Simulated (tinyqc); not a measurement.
The mobility curve: inversion-layer mobility, back-scattering and ballistic limit of a field-effect transistor. Computed by tinyqc, a small Python program. Command: `OMP_NUM_THREADS=1 python tinyqc.py 3006401 3006402 out.jsonl mos walk`. One thread of a shared host (Intel(R) Xeon(R) Processor @ 2.30GHz), about 0.01 s of CPU time with the checks.

The charge at the top of the source barrier is fixed by the gate; series resistance and short-channel effects are left out. F_j are Fermi integrals normalised to exp(eta) in the classical limit.

Inputs (values chosen for the exercise, modelled on a strained silicon n-channel):
```
quantity                                     value        unit
weight w of the inversion charge               0.5           -
permittivity eps                              11.7           -
phonon mobility at 1 MV/cm and 300 K, mu_ph    540  cm^2/(V s)
roughness mobility at 1 MV/cm, mu_sr          1600  cm^2/(V s)
Coulomb mobility at N_inv = 1e12/cm^2, mu_C   1100  cm^2/(V s)
electrical oxide thickness t_inv               1.1          nm
depletion charge N_dep                       4e+12      1/cm^2
temperature T                                  300           K
```

Statistics at the top of the barrier: Fermi-Dirac.

Constants: eps_0 = 8.8541878128e-12 F/m; e = 1.602176634e-19 C.

Method. N_inv = 3.9 eps_0 (V_G - V_T)/(e t_inv); effective field E_eff = e (N_dep + w N_inv)/(eps eps_0). mu_phonon = mu_ph (E_eff/1 MV/cm)^(-0.3) (T/300 K)^(-1.75); mu_rough = mu_sr (E_eff/1 MV/cm)^(-2); mu_Coulomb = mu_C (N_inv/1e12 cm^-2) (T/300 K); Matthiessen's rule adds 1/mu.

Mobilities (cm^2/(V s)):
```
V_G - V_T (V)  N_inv (1/cm^2)  E_eff (MV/cm)  phonon  roughness  Coulomb   total
0.03               5.8780e+11         0.6641  610.56     3628.0      647  289.01
0.06               1.1756e+12         0.7095  598.55     3178.0     1293  362.49
0.12               2.3512e+12         0.8005  577.29     2497.2     2586  396.93
0.20               3.9187e+12         0.9217  553.38     1883.5     4311  389.11
0.35               6.8577e+12         1.1489  517.97     1212.1     7543  346.23
0.50               9.7967e+12         1.3762  490.67      844.8    10776  301.70
0.75               1.4695e+13         1.7550  456.15      519.5    16165  239.28
1.00               1.9593e+13         2.1338  430.18      351.4    21553  191.69
1.50               2.9390e+13         2.8914  392.70      191.4    32329  128.17
```

What does the comparison show, and why?

The lowest part is phonon from 0.0300 to 0.750, roughness from 1.00 to 1.50 V. The total peaks at 397 near E_eff = 0.80 MV/cm: screening lifts it at low density and the field presses it down at high density.

Extremes, crossings and ranges named in words are read from the listed rows.
